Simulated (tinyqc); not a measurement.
# Phonon transmission through an interface between two chains by Green functions, step by step

A worked calculation. Computed by tinyqc, a small Python program that keeps every step. Command: `OMP_NUM_THREADS=1 python tinyqc.py 3020963 3020964 out.jsonl agf walk`. One thread of a shared host (Intel(R) Xeon(R) Processor @ 2.30GHz), about 0.01 s of CPU time with the checks. Intermediate numbers are printed to about 7 digits and carried at full precision; extremes and crossings named in words are read from the listed rows.

Two semi-infinite chains (masses m_1, m_2; springs k_1, k_2), motion along the chain. The central region holds the end atom of each chain and three interlayer atoms of mass m_b, joined by springs k_b. lambda = omega^2 in eV/(angstrom^2 u); nu = 15.6333042 THz x sqrt(lambda).

Inputs (values chosen for the exercise, for two model chains): mass m_1 = 13.4 u; spring k_1 = 9.28 eV/angstrom^2; mass m_2 = 27.3 u; spring k_2 = 9.28 eV/angstrom^2; junction spring k_b = 13.4 eV/angstrom^2; interlayer mass m_b = 10.5 u; probe frequency / lower band top = 0.35; temperature T = 500 K.

Atoms in the interlayer: three.

Constants: nu for 1 eV/(angstrom^2 u) = 15.6333042 THz; h x 1 THz = 4.135667696 meV; k_B = 8.617333262e-05 eV/K; k_B = 1.380649e-23 J/K; h = 6.62607015e-34 J s.

## Band tops and impedances

nu_max = 15.6333042 THz x 2 sqrt(k/m); impedance Z = sqrt(k m); long-wave transmission 4 Z_1 Z_2/(Z_1 + Z_2)^2; the probe frequency is the given share of the lower band top.

band top of chain 1 = 26.01970 THz

band top of chain 2 = 18.22944 THz

Z_1 = 11.15132 sqrt(eV u)/angstrom

Z_2 = 15.91678 sqrt(eV u)/angstrom

long-wave transmission = 0.9690048

probe frequency = 6.380306 THz

## Self-energies and the matrix at the probe frequency

In chain i, sin(q_i a/2) = nu/nu_max,i. An outgoing wave makes the next atom move as exp(i q_i a) times the end atom, so the lead adds the self-energy Sigma_i = -k_i exp(i q_i a) to the force-constant matrix; Gamma_i = -2 Im Sigma_i = 2 k_i sin(q_i a). A = lambda M - K - Sigma over the central atoms, with K_ii the sum of the springs at i, K_(i,i+1) = -k_b; G = inverse of A; transmission = Gamma_1 Gamma_2 |G_(first,last)|^2.

q_1 a = 0.4954737 rad

q_2 a = 0.7151422 rad

Gamma_1 = 8.824323 eV/angstrom^2

Gamma_2 = 12.17025 eV/angstrom^2

A (complex symmetric) (eV/angstrom^2), rows end of 1, layer 1, layer 2, layer 3, end of 2:
$$\begin{pmatrix}
-12.28402+4.41216i & 13.40000 & 0.00000 & 0.00000 & 0.00000 \\
13.40000 & -25.05108 & 13.40000 & 0.00000 & 0.00000 \\
0.00000 & 13.40000 & -25.05108 & 13.40000 & 0.00000 \\
0.00000 & 0.00000 & 13.40000 & -25.05108 & 13.40000 \\
0.00000 & 0.00000 & 0.00000 & 13.40000 & -11.12640+6.08513i
\end{pmatrix}$$

## Transmission at the probe frequency

The formulas are those given above.

G_(first,last) = 0.09557573+0.00330162i angstrom^2/eV

transmission = 0.9821870

It is above the long-wave value 0.969.

## Thermal conductance

Landauer conductance G = k_B int tau(nu) x^2 e^x/(e^x - 1)^2 d nu, x = h nu/(k_B T), from 0 to the lower band top (240 Gauss-Legendre points in s from 0 to 1, nu = nu_top sin(pi s/2)); tau is the transmission, and its thermal mean is G over the value for tau = 1 in the same window; the quantum is g_0 = pi^2 k_B^2 T/(3 h).

conductance G = 207.9508 pW/K

thermal mean of the transmission = 0.8959976

G/g_0 = 0.4394420

## Transmission spectrum against simple models

Long-wave value 4 Z_1 Z_2/(Z_1 + Z_2)^2. Continuum estimate, with omega = sqrt(lambda): a slab of impedance Z_b = sqrt(k_b m_b) and phase p = omega x (number of interlayer atoms) x sqrt(m_b/k_b), tau = 4 Z_1 Z_2/[(Z_1 + Z_2)^2 cos^2 p + (Z_b + Z_1 Z_2/Z_b)^2 sin^2 p].

Transmission:
```
nu/nu_top  nu (THz)  Green function  long-wave value  continuum estimate
0.05        0.91147       0.9694813        0.9690048           0.9694167
0.15        2.73442       0.9730346        0.9690048           0.9724909
0.25        4.55736       0.9785679        0.9690048           0.9775395
0.35        6.38031       0.9821870        0.9690048           0.9827152
0.45        8.20325       0.9770608        0.9690048           0.9860713
0.55       10.02619       0.9546340        0.9690048           0.9863170
0.65       11.84914       0.9087629        0.9690048           0.9833569
0.75       13.67208       0.8397423        0.9690048           0.9783322
0.85       15.49503       0.7487540        0.9690048           0.9731399
0.92       16.77109       0.6534875        0.9690048           0.9704482
0.98       17.86486       0.4432640        0.9690048           0.9692020
```

The transmission starts at the impedance value 0.969 and vanishes at the lower band top, 18.23 THz, above which chain 2 has no states. It first falls below half of that value at nu/nu_top = 0.98. The continuum estimate is within 0.05 up to nu/nu_top = 0.55; it leaves out dispersion, and it puts the faces of the slab half a spring from its outer atoms.

## Conductance against temperature

The formulas are those given above.

Conductance:
```
T (K)   G (pW/K)  mean transmission      G/g_0  G for transmission 1 (pW/K)
1      0.9170982          0.9690068  0.9690068                    0.9464312
5       4.585715          0.9690542  0.9690542                     4.732156
20      18.35625          0.9697617  0.9697617                     18.92862
50      46.01028          0.9722925  0.9722900                     47.32143
100     90.98145          0.9657846  0.9613109                     94.20470
200     155.5836          0.9293741  0.8219488                     167.4069
400     200.3684          0.9006773  0.5292736                     222.4641
800     216.9480          0.8905414  0.2865343                     243.6136
```

At 1 K G/g_0 = 0.969; as T goes to 0 it tends to the long-wave transmission, where only the impedances count. Towards high T all modes count more and more alike; at 800 K G is 217 pW/K and the mean transmission is 0.891, which is at least 0.7 of the low-T value.

Checks made by the program: low-frequency limit against the impedance formula (relative difference 2e-09); unitarity: Gamma_1 |G_11|^2 + Gamma_2 |G_1N|^2 = -2 Im G_11 (relative difference below 1e-10); conductance against a 1500-point midpoint sum (relative difference below 1e-10).
